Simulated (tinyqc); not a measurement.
Worked calculation: surface photovoltage measurement of the minority-carrier diffusion length in a wafer. Computed by tinyqc, a small Python program that keeps every step. Command: `OMP_NUM_THREADS=1 python tinyqc.py 3130067 3130068 out.jsonl spv walk`. One thread of a shared host (Intel(R) Xeon(R) Processor @ 2.30GHz), about 0.01 s of CPU time with the checks. Intermediate numbers are printed to about 5 digits and carried at full precision; extremes and crossings named in words are read from the listed rows.

Low injection, steady light, a depletion layer much thinner than 1/alpha and L. The excess density dn is taken at the front edge of the neutral region; light that reaches the back is lost.

Inputs (values chosen for the exercise, modelled on p-type silicon at room temperature):

| quantity | value | unit |
|---|---|---|
| diffusion length L | 210 | micrometre |
| wafer thickness W | 725 | micrometre |
| diffusivity D | 28.9 | cm^2/s |
| front recombination velocity S_f | 42000 | cm/s |
| back recombination velocity S_b | 8500 | cm/s |
| photon flux entering | 8.7e+11 | 1/(cm^2 s) |
| minority density at the surface barrier scale n_0 | 2.8e+09 | 1/cm^3 |
| temperature T | 298 | K |
| wavelength | 934 | nm |
| relative noise of each reading | 1 | % |
| diffusion length after pair splitting over L | 0.71 | - |
| iron factor C | 1.1e+16 | micrometre^2/cm^3 |

Constants: k_B = 8.617333262e-05 eV/K.

## One wavelength

alpha = (84.732/lambda - 76.417)^2 per cm with lambda in micrometre (an empirical fit for silicon between 0.7 and 1.05 micrometre). Thick wafer: dn = Phi L/((S_f + D/L)(L + 1/alpha)). Finite wafer, with s = S_b L/D, w = W/L, a = alpha L: dn = [Phi a/(a^2 - 1)] [a - B - exp(-alpha W)(a - s)/(cosh w + s sinh w)]/(S_f + B D/L), B = (sinh w + s cosh w)/(cosh w + s sinh w). Photovoltage V = (k_B T/e) ln(1 + dn/n_0). Lifetime = L^2/D.

alpha = 204.56 1/cm

penetration depth 1/alpha = 48.885 micrometre

dn, thick wafer = 1.6270e+07 1/cm^3

B = 1.0014

dn, finite wafer = 1.6262e+07 1/cm^3

photovoltage V = 0.14871 mV

lifetime = 15.260 microsecond

## The linear plot

normal deviates g for the noise: -0.48  0.15  -0.03  0.68  -0.74  0.80  0.33

Readings y = (Phi/dn) (1 + noise x g) at 780, 830, 880, 920, 950, 975 and 995 nm; a least-squares line y = c (1/alpha + L_app) gives L_app = intercept/slope.

Readings:

| lambda (nm) | 1/alpha (micrometre) | y (cm/s) | line (cm/s) |
|---|---|---|---|
| 780 | 9.64 | 45154 | 45297 |
| 830 | 15.18 | 46588 | 46465 |
| 880 | 25.33 | 48605 | 48605 |
| 920 | 40.66 | 52147 | 51836 |
| 950 | 61.28 | 55655 | 56183 |
| 975 | 90.92 | 62724 | 62430 |
| 995 | 130.89 | 70798 | 70856 |

slope = 210.79 cm/(s micrometre)

apparent length L_app = 205.26 micrometre

error of L_app (rounded to 0.001) = -2.259 %

Without noise the error would be -0.6 %, from the finite thickness at W/L = 3.5. S_f scales all readings alike and leaves L_app unchanged.

## Where the wafer is too thin

No noise; L is varied at fixed W, and the last two columns set S_b to 0 and to 1e7 cm/s.

Apparent length (micrometre):

| L | W/L | given S_b | S_b = 0 | S_b = 1e7 |
|---|---|---|---|---|
| 36.2 | 20.028 | 36.20 | 36 | 36.20 |
| 72.5 | 10.000 | 72.50 | 73 | 72.50 |
| 145.0 | 5.000 | 144.92 | 145 | 144.88 |
| 218.0 | 3.326 | 216.39 | 220 | 215.82 |
| 362.0 | 2.003 | 338.91 | 390 | 334.43 |
| 580.0 | 1.250 | 457.87 | 746 | 444.72 |
| 942.0 | 0.770 | 544.81 | 1634 | 522.11 |
| 1520.0 | 0.477 | 589.59 | 3724 | 560.94 |
| 2900.0 | 0.250 | 612.98 | 10444 | 580.94 |

With a fast back surface L_app levels off, at 581 micrometre in the last row; with a passive one it reaches up to 3.60 times L among these rows and is 10400 in the last. All three columns are within 5 % of L down to W/L = 3.3.

## Iron from two lengths

Splitting iron-boron pairs in boron-doped silicon shortens L; with nothing else changing, [Fe] = C (1/L_after^2 - 1/L^2). It is evaluated with the true lengths and with the apparent ones (without noise), which differ when the wafer is not thick against L.

L_after = 149.1 micrometre

[Fe] from the true lengths = 2.4538e+11 1/cm^3

[Fe] from the apparent lengths = 2.4300e+11 1/cm^3

bias, apparent over true less 1 (rounded to 0.001) = -0.968 %

Checks made by the program: dn against a finite-difference solution (relative difference 2e-06).
